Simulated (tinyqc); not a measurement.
# Changing the band gap E_g

Model: two-band model of a narrow-gap semiconductor with electrons and holes. Computed by tinyqc, a small Python program. Command: `OMP_NUM_THREADS=1 python tinyqc.py 3005735 3005736 out.jsonl bipolar sweep`. One thread of a shared host (Intel(R) Xeon(R) Processor @ 2.30GHz), about 0.05 s of CPU time with the checks.

Two parabolic bands with acoustic scattering (r = -1/2, a = 0), a gap that does not change with T, and fully ionised dopants. Melting is ignored, so values above the melting point are formal, and kappa_L does not change with T. eta_n = (E_F - E_c)/(k_B T), eta_p = -eta_n - E_g/(k_B T).

Inputs (values chosen for the exercise, modelled on InSb):

| quantity | value | unit |
|---|---|---|
| electron mass m_n | 0.014 | m_0 |
| hole mass m_p | 0.45 | m_0 |
| electron mobility parameter mu_300,n | 57000 | cm^2/(V s) |
| hole mobility parameter mu_300,p | 720 | cm^2/(V s) |
| temperature exponent p | 1.5 | - |
| net doping N | 1.1e+16 | 1/cm^3 |
| lattice thermal conductivity kappa_L | 14 | W/(m K) |
| temperature T | 820 | K |

Doping: n-type.

Constants: k_B = 8.617333262e-05 eV/K; m_0 = 9.1093837015e-31 kg; k_B = 1.380649e-23 J/K; hbar = 1.054571817e-34 J s; e = 1.602176634e-19 C.

Method:
- With x = E/(k_B T), a = alpha k_B T (0 for a parabolic band), G = x (1 + a x), D = 1 + 2 a x and <y> = int y f (1 - f) dx, f = 1/(1 + exp(x - eta)): tau = tau_0 G^r/D; transport function s = G^(3/2 + r)/D^2; n = N_0 <G^(3/2)> with N_0 = (2 m k_B T)^(3/2)/(3 pi^2 hbar^3).
- Integrals over x = E/(k_B T) use 160 Gauss-Legendre points in u = sqrt(x) from 0 to sqrt(max(eta, 0) + 32).
- Neutrality: n - p = N, with n = N_0(m_n) <x^(3/2)> at eta_n and p = N_0(m_p) <x^(3/2)> at eta_p.
- sigma = e mu_0 N_0 <s> with mu_0 = e tau_0/m = mu_300 (T/300 K)^(-p); |S| = (k_B/e)(<x s>/<s> - eta); Lorenz number L = (k_B/e)^2 (<x^2 s>/<s> - (<x s>/<s>)^2); kappa_e = L sigma T; zT = S^2 sigma T/(kappa_L + kappa_e).
- Hall factor r_H = <x^(3/2)> <x^(1/2)>/<s>^2.
- Both bands together (these totals replace the one-band zT): sigma = sigma_n + sigma_p; S = (sigma_p |S_p| - sigma_n |S_n|)/sigma; kappa_bip = (sigma_n sigma_p/sigma)(|S_n| + |S_p|)^2 T; kappa_e = (L_n sigma_n + L_p sigma_p) T; zT = S^2 sigma T/(kappa_L + kappa_e + kappa_bip); weak-field R_H = (r_p sigma_p^2/p - r_n sigma_n^2/n)/(e sigma^2), where the Hall factors r_n and r_p are <x^(3/2)> <x^(1/2)>/<s>^2.

One run for each value:

| band gap E_g (eV) | Seebeck coefficient S (microvolt/K) | bipolar thermal conductivity (W/(m K)) | zT | conductivity sigma (S/cm) |
|---|---|---|---|---|
| 0.043 | -74.20 | 0.43642 | 0.025709 | 906.18 |
| 0.059 | -77.64 | 0.42159 | 0.026942 | 861.86 |
| 0.082 | -82.89 | 0.40036 | 0.028751 | 799.65 |
| 0.110 | -89.81 | 0.37473 | 0.030985 | 726.50 |
| 0.160 | -103.67 | 0.32981 | 0.034912 | 603.76 |
| 0.220 | -122.96 | 0.27800 | 0.039088 | 471.74 |
| 0.310 | -157.30 | 0.20679 | 0.042906 | 309.45 |
| 0.430 | -211.52 | 0.12864 | 0.041532 | 162.33 |

Describe and explain the trends.

Over the rows, Seebeck coefficient S (microvolt/K) falls from -74.2 to -212 (exponent d ln y / d ln x 0.14 between the first rows and 0.91 between the last); bipolar thermal conductivity (W/(m K)) falls from 0.436 to 0.129 (exponent d ln y / d ln x -0.11 between the first rows and -1.5 between the last); zT goes from 0.0257 through a maximum among these rows, 0.0429 at 0.310, to 0.0415. E_g/(k_B T) runs from 0.6 to 6.1; between the last rows ln(kappa_bip) falls by 0.28 per k_B T of gap (in the limit of gaps of very many k_B T, 1 while doping fixes the majority density and 1/2 in intrinsic material).

Extremes, crossings and ranges named in words are read from the listed rows.
